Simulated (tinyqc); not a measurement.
Effective charge: two electrons on one impurity (helium-like model).

Units Ha* = 2 Ry m/eps^2 and a* = a0 eps/m. One electron is bound by Z^2/2. Two electrons in the singlet built from exp(-a r) and exp(-b r): S = 8 (ab)^(3/2)/(a + b)^3, h_aa = a^2/2 - Z a, h_bb alike, h_ab = S (ab/2 - Z (a + b)/2), J = ab (a^2 + 3ab + b^2)/(a + b)^3, K = 20 (ab)^3/(a + b)^5, E = (h_aa + h_bb + 2 S h_ab + J + K)/(1 + S^2). For a = b this is a^2 - 2 Z a + 5a/8. Real double donors are deeper, since the central cell is left out.

Parameters, chosen for this exercise (out of a larger set: near those of impurities in Ge; not measured data):

| symbol | value | unit | meaning |
|---|---|---|---|
| m | 0.173 | m0 | one mean mass |
| eps | 15.6 |  | dielectric constant |
| Zs | (0.97, 1.06, 1.21, 1.5, 1.9, 2.71, 3.49) |  | charges |

Ha* = 19.3441 meV

Binding of the first electron, of the second (-E - Z^2/2) with equal and with unequal orbitals, and U, the first less the second (unequal).

Results (meV):

| Z | first | second, equal | second, unequal | a/b | U | U/(Z Ha*) |
|---|---|---|---|---|---|---|
| 0.97 | 9.1 | -0.74 | 0.08 | 4.09 | 9.0 | 0.481 |
| 1.06 | 10.9 | -0.06 | 0.68 | 3.19 | 10.2 | 0.497 |
| 1.21 | 14.2 | 1.42 | 2.08 | 2.62 | 12.1 | 0.516 |
| 1.50 | 21.8 | 5.52 | 6.11 | 2.16 | 15.7 | 0.539 |
| 1.90 | 34.9 | 13.83 | 14.38 | 1.88 | 20.5 | 0.559 |
| 2.71 | 71.0 | 40.16 | 40.67 | 1.64 | 30.4 | 0.579 |
| 3.49 | 117.8 | 77.50 | 78.00 | 1.52 | 39.8 | 0.590 |

How do the results move, and what explains it?

Equal orbitals bind a second electron only above Z = (5/16)/(1 - 1/sqrt2) = 1.067; unequal ones do so in 7 of the 7 rows. Their gain is 0.82 meV in the first row and 0.50 in the last, while the second binding grows to 78 meV, so the gain decides the matter only near Z = 1. U grows almost linearly with Z: U/(Z Ha*) goes from 0.481 to 0.590, towards 5/8, while the first binding grows as Z^2. Angular correlation is left out: at Z = 1 this function binds the second electron by 0.0133 Ha*, half the exact 0.0278.

Computed by tinyqc, a small Python program: `OMP_NUM_THREADS=1 python tinyqc.py 1251846 1251847 out.jsonl` (the numbers bound the seed that draws the inputs); one thread of a shared host (Intel(R) Xeon(R) Processor @ 2.30GHz), about 0.02 s for the whole set of steps.
